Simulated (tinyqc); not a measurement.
Choosing the offset: vacuum evaporation: vapour pressure, source flux, thickness distribution, purity and step coverage. Computed by tinyqc, a small Python program. Command: `OMP_NUM_THREADS=1 python tinyqc.py 3110732 3110733 out.jsonl evap walk`. One thread of a shared host (Intel(R) Xeon(R) Processor @ 2.30GHz), about 0.01 s of CPU time with the checks.

Molecular flow, unit sticking of the metal, no re-evaporation. The background gas is taken as water vapour (18.015 g/mol, collision diameter 0.37 nm) at 300 K.

Inputs (values chosen for the exercise, modelled on silver, with constants for the liquid): directionality n = 4; source-to-wafer distance h = 21 cm; wafer radius R = 15 cm.

Method. Rotating wafer, source offset by s and facing upwards: thickness at radius r is the mean over the angle a of (1 + (r^2 + s^2 - 2 r s cos a)/h^2)^(-(n + 3)/2), by 360 equal steps; non-uniformity (max - min)/(max + min) over 21 radii from 0 to R. The curvature at the centre vanishes at s/h = sqrt(2/(n + 3)).

Against the offset:
```
s/h  centre thickness  edge over centre  non-uniformity (%)
0.0            1.0000            0.2363              61.779
0.2            0.8717            0.2831              55.876
0.4            0.5948            0.4500              37.928
0.5            0.4579            0.5975              25.196
0.6            0.3409            0.7958              12.494
0.7            0.2477            1.0428               6.376
0.8            0.1770            1.3257              14.437
0.9            0.1254            1.6213              23.701
1.1            0.0623            2.1427              36.361
```

What does the comparison show, and why?

The best row, s/h = 0.7, has 6.4 % against 62 % on the axis, at the price of a rate lower by a factor 4.04; the small-wafer optimum is sqrt(2/(n + 3)) = 0.53.

Extremes, crossings and ranges named in words are read from the listed rows.
